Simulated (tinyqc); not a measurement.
## On-chip interconnect, size-dependent resistivity and RC delay: course in time

A rectangular line between two neighbours and two ground planes. Surface and grain-boundary scattering are added to the bulk resistivity as corrections; capacitances are parallel-plate values without fringing; inductance is ignored.

7 equal pi sections: series Rs = r Lw/7; node capacitances c Lw/7, halved at nodes 0 and 7, with Cl added to node 7; Rd feeds node 0. Elmore delay of node k: the sum, over the resistors on the path to k, of resistance times all capacitance downstream of it.

A 1 V step is applied behind Rd at t = 0. C dv/dt = -G v + b, with G the conductance matrix of the ladder (1/Rs between neighbours, 1/Rd added at node 0) and b = (1 V/Rd, 0, ...). Backward Euler step: (C/dt + G) v(new) = (C/dt) v + b. The last column solves the same ladder exactly by its modes.

Parameters, values chosen for the exercise: driver resistance Rd = 6100 ohm; time step dt = 51 ps.

Rs = 2037.34 ohm
C, node 0 to 7 (fF): 2.45294  4.90588  4.90588  4.90588  4.90588  4.90588  4.90588  4.15294

Voltages (V):
```
t (ps)  node 0  node 3  node 7  node 7, exact
51.00   0.4249  0.1161  0.0341         0.0132
102.0   0.5553  0.2312  0.0981         0.0847
153.0   0.6263  0.3262  0.1762         0.1780
204.0   0.6758  0.4051  0.2566         0.2693
255.0   0.7148  0.4724  0.3333         0.3524
306.0   0.7475  0.5310  0.4041         0.4267
357.0   0.7757  0.5826  0.4682         0.4926
408.0   0.8004  0.6282  0.5257         0.5509
459.0   0.8223  0.6688  0.5772         0.6026
510.0   0.8417  0.7049  0.6232         0.6483
561.0   0.8589  0.7371  0.6642         0.6887
612.0   0.8743  0.7657  0.7007         0.7245
```

What do the numbers show?

The far end of the ladder reaches 0.5 V at 363.2 ps, 0.743 of its Elmore delay (ln 2 = 0.693 for a single pole); the slowest mode has a time constant of 417.4 ps. The largest error of the backward Euler steps at that node is 25 mV.

Numbers from tinyqc (`OMP_NUM_THREADS=1 python tinyqc.py 2100088 2100089 out.jsonl`; about 0.01 s on one thread of a shared Intel Xeon 2.30GHz).
